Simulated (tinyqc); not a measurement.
Worked calculation: trap in a gate oxide as a short-range spherical well. Values are carried at full precision from step to step, so a last printed digit may differ when a step is redone from the rounded ones.

A spherical well of radius R and depth V0 below the conduction edge, one mass m, c = hbar^2/2m0. The s level at binding Et solves k cot(k R) = -kappa with k = sqrt(m (V0 - Et)/c), kappa = sqrt(m Et/c); it exists for V0 > Vc = c (pi/2R)^2/m. Outside, psi falls as exp(-kappa r)/r.

Constants: hbar^2/2m0 = 3.80998211 eV angstrom^2; fine-structure constant alpha = 0.007297352564; hc = 1239.841984 eV nm; kB = 8.617333262e-05 eV/K.

Parameters, chosen for this exercise (near those of SiO2 on Si; shifted at random, so the results belong to these values and not to a real crystal): R = 2.9 angstrom (radius of the well); V0 = 7.17 eV (depth of the well); m = 0.432 m0 (mass); n_r = 1.48 (refractive index); dEc = 2.98 eV (conduction offset to the channel); Fox = 5.4 MV/cm (oxide field, lowering levels away from the channel); t0 = 6.6 x 1e-11 s (time constant at the interface); T = 200 K (temperature); EF = -0.12 eV (Fermi level above the channel edge); x = 4 angstrom (depth of the trap).

## The bound level

Solve for Et; the share outside is [sin^2(kR)/(2 kappa)]/[sin^2(kR)/(2 kappa) + R/2 - sin(2kR)/(4k)].

Et = 2.2516 eV
k = 0.7468 1/angstrom
kappa = 0.5053 1/angstrom
share outside = 0.278
Vc = 2.588 eV

The well is 2.77 times the critical depth. Since dEt/dV0 equals the share inside, 0.72, a 1 % change of V0 moves Et by 2.3 %. The decay length is 2.0 angstrom, 0.7 times R.

## Peak of the photo-ionisation cross-section

Lucovsky model (delta well, plane-wave final states, no local-field factor): sigma = (32 pi alpha c/(3 n_r m Et)) (x - 1)^(3/2)/x^3, x = h nu/Et, c = hbar^2/2m0; 1 angstrom^2 = 1e-16 cm^2.

The maximum lies at x = 2. Give the photon energy, its wavelength and sigma there.

h nu = 4.503 eV
wavelength = 275 nm
sigma = 8.09 x 1e-18 cm^2

With 28 % of the state outside the well the delta-well form is only a rough model of this centre.

## Level, tunnelling time and occupation

Energies from the conduction edge of the channel. The trap level at depth x is E_T = dEc - Et - e Fox x (1 MV/cm = 0.01 eV/angstrom). An electron at the channel edge tunnels with the WKB exponent S = (4/3) sqrt(m/c) [dEc^(3/2) - (dEc - e Fox x)^(3/2)]/(e Fox), c = hbar^2/2m0; tau = t0 exp(S); the occupation is f = 1/(1 + exp((E_T - EF)/kB T)), tau_c = tau/f and tau_e = tau/(1 - f). Lattice relaxation is left out; a level below the channel edge needs phonons as well, so tau is then a lower bound, while a level above it can also empty elastically at its own energy, through a thinner barrier, faster than this tau.

Give E_T, S, tau and ln(tau_c/tau_e) = (E_T - EF)/kB T.

E_T = 0.512 eV
S = 4.565
tau = 6.34e-09 s
ln(tau_c/tau_e) = 36.7

The level lies 37 kB T above EF, so the trap is mostly empty. A flat barrier would give S = 2 sqrt(m dEc/c) x = 4.65.

## Checks

- Et from the radial equation on a grid against the matching condition, eV: both 2.25.

(tinyqc, `OMP_NUM_THREADS=1 python tinyqc.py 1251294 1251295 out.jsonl`, Intel(R) Xeon(R) Processor @ 2.30GHz, 1 thread, shared host, about 0.01 s.)
